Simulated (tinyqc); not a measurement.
Hubbard chain of 5 sites, step by step. One step of it, computed by the program tinyqc.

Question. Mean-field iteration 2. H(up) = T + U n(down), H(down) = T + U n(up); fill the lowest levels; n(new) = n + mixing (n(out) - n); E = tr T (rho up + rho down) + U sum n_up n_down of the output.

one-body matrix (hopping and site energies) (eV), order 1, 2, 3, 4, 5:
$$\begin{pmatrix}
0.180000 & -1.870000 & 0.000000 & 0.000000 & 0.000000 \\
-1.870000 & -0.850000 & -1.870000 & 0.000000 & 0.000000 \\
0.000000 & -1.870000 & -0.440000 & -1.870000 & 0.000000 \\
0.000000 & 0.000000 & -1.870000 & 0.610000 & -1.870000 \\
0.000000 & 0.000000 & 0.000000 & -1.870000 & -0.170000
\end{pmatrix}$$

U = 1.900000 eV

electrons, up and down: [3, 2]

mixing = 0.200000

n(up) after iteration 1: 1 0.590484, 2 0.597565, 3 0.622545, 4 0.564266, 5 0.625140

n(down) after iteration 1: 1 0.369778, 2 0.435673, 3 0.393552, 4 0.404259, 5 0.396739

Give: levels, up; levels, down; energy; n(up) after iteration 2; n(down) after iteration 2.

Answer.

levels, up (eV): [-2.771, -1.139, 0.587, 2.538, 3.915]

levels, down (eV): [-2.403, -0.770, 1.015, 2.909, 4.278]

energy = -8.795 eV

n(up) after iteration 2: 1 0.586, 2 0.593, 3 0.641, 4 0.535, 5 0.645

n(down) after iteration 2: 1 0.346, 2 0.465, 3 0.387, 4 0.410, 5 0.392
